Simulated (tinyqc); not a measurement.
Comparisons within one model: zigzag graphene nanoribbon in tight binding. A value that a table varies takes the place of the one given here.

A zigzag ribbon of N chains, sites A1, B1, A2, ..., BN across it. For each k it is a chain with bonds -2t cos(k/2) (A_n to B_n) and -t (B_n to A_(n+1)), and +D, -D on A and B. A1 and BN are the edge sites; the Dirac points project to k = 2 pi/3.

Parameters, chosen for this exercise (near those used for graphene; shifted at random, so the results belong to these values and not to a real crystal): t = 2.57 eV (hopping); D = 0 eV (sublattice potential, +D on A and -D on B); Nw = 6 (chains, N of this table); k = 2.72 (k times the period sqrt3 acc); N = 6 (zigzag chains).

## The flat edge band

A ribbon of N = Nw chains: lowest positive level, next level, and weight on the two edge sites per state of the middle pair, along k.

Along k:
```
k/pi,2 cos(k/2),lowest level (eV),next (eV),edge weight
0.50,1.4142,1.52309,2.5700,0.177
0.60,1.1756,0.98165,2.1053,0.232
0.65,1.0450,0.70804,1.8884,0.281
0.70,0.9080,0.45122,1.7072,0.358
0.75,0.7654,0.23558,1.5942,0.475
0.80,0.6180,0.08946,1.5883,0.629
0.85,0.4669,0.02083,1.7093,0.783
0.90,0.3129,0.00217,1.9368,0.902
0.95,0.1569,0.00004,2.2335,0.975
1.00,0.0000,0.00000,2.5700,1.000
```

Beyond k = 2 pi/3 the lowest level sinks towards zero: it is within 1 meV of that from k/pi = 0.95 on. The edge weight grows from 0.36 at 0.70 to 1 at pi, where the chain breaks into dimers and the next level is sqrt(t^2 + D^2) = 2.5700 eV. So flat a band is sensitive to interactions, which this model leaves out; they matter once they exceed the splitting of the middle pair (2D, or for D = 0 only the small overlap of the two edges).

## Lowest level against width

D = 0; lowest positive level at the given k, and the estimate t x^N (1 - x^2), x = 2 cos(k/2) (a dash if x >= 1).

Level (eV):
```
N,matrix,estimate
2,0.3907,0.3712
3,0.1573,0.1554
4,0.06521,0.06501
5,0.02722,0.02721
6,0.01139,0.01139
8,0.001994,0.001994
10,0.0003492,0.0003492
14,1.071e-05,1.071e-05
```

With x = 0.4185 < 1 the level falls exponentially: from N = 10 to 14 by a factor 0.0307, against x^4 = 0.0307.

## What each parameter does

The two lowest positive levels at k and the weight on the two edge sites per state of the middle pair. Each row changes one parameter from the base and keeps the others.

Results:
```
case,lowest (eV),next (eV),edge weight
base,0.0114,1.7715,0.8251
t = 2.699 eV,0.0120,1.8604,0.8251
N = 7,0.0048,1.6999,0.8249
D = 0.1 eV,0.1006,1.7743,0.8251
k = 2.62,0.0355,1.6572,0.7359
```

The largest shifts from the base row, up to three for each result and ties (the steps differ in size, so this ranks the rows, not the parameters). lowest (eV): D +0.0893, k +0.0241, N -0.0066. next (eV): k -0.1142, t +0.0889, N -0.0715. edge weight: k -0.0892, N -0.0002; unchanged at the printed digits by t and D.

Run: tinyqc, `OMP_NUM_THREADS=1 python tinyqc.py 1452703 1452704 out.jsonl`; Intel(R) Xeon(R) Processor @ 2.30GHz, one thread, shared host; about 0.01 s of CPU time with all checks.
